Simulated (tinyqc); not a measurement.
On-chip power grid, static voltage drop by conjugate gradients: two steps of the calculation.

A grid of 4 rows and 4 columns, node k = 4 row + column. Neighbours in a row are joined by Rx, in a column by Ry; pad nodes, which reach the supply through Rp: 0. Each node draws I0, node 5 draws kh I0. The drops u = Vdd - V solve G u = i, with G the conductance matrix (1/Rp added on the diagonal at pad nodes).

Inputs (values chosen for the exercise):
```
symbol  value  unit                                   meaning
Vdd       0.7     V                            supply voltage
Rx        0.4   ohm        resistance of a horizontal segment
Ry        1.3   ohm          resistance of a vertical segment
Rp       0.32   ohm  resistance from a pad node to the supply
I0        1.5    mA          load current of an ordinary node
kh          3              factor on the load at the hot node
```

Task 1. Diagonal of G, loads and first direction. G_kk = sum of the conductances at node k. Start u = 0, so the residual is r = i; z = r/G_kk (Jacobi preconditioner), p = z.

Give: G_kk; r at the start; p at the start.

Result 1.

G_kk (S):
```
       col 0  col 1  col 2  col 3
row 0  6.394  5.769  5.769  3.269
row 1  4.038  6.538  6.538  4.038
row 2  4.038  6.538  6.538  4.038
row 3  3.269  5.769  5.769  3.269
```

r at the start (mA):
```
       col 0  col 1  col 2  col 3
row 0  1.500  1.500  1.500  1.500
row 1  1.500  4.500  1.500  1.500
row 2  1.500  1.500  1.500  1.500
row 3  1.500  1.500  1.500  1.500
```

p at the start (mV):
```
        col 0   col 1   col 2   col 3
row 0  0.2346  0.2600  0.2600  0.4588
row 1  0.3714  0.6882  0.2294  0.3714
row 2  0.3714  0.2294  0.2294  0.3714
row 3  0.4588  0.2600  0.2600  0.4588
```

Task 2. Worst drop, pad currents and power lost. Pad current u/Rp; worst drop as a share of Vdd; power lost in the grid and pads sum_k i_k u_k; power delivered sum_k i_k (Vdd - u_k).

converged u (mV):
```
           col 0      col 1      col 2      col 3
row 0   8.640000  15.091368  18.700136  20.332789
row 1  20.823055  22.379814  23.172513  23.688912
row 2  25.996644  26.301455  26.592864  26.773330
row 3  28.229595  28.316656  28.423780  28.494262
```

Wanted: worst drop; share of Vdd; pad currents; power lost; power delivered.

Result 2.

worst drop = 28.494 mV
share of Vdd = 4.0706 %
pad currents (mA): node 0 27.000
power lost = 0.62508 mW
power delivered = 18.275 mW

The pad currents add up to the total load, 27.00 mA. The worst drop is at node 15, not at the hot node.

Program tinyqc, `OMP_NUM_THREADS=1 python tinyqc.py 2770226 2770227 out.jsonl`; Intel Xeon 2.30GHz, shared host, one thread, about 0.4 s.
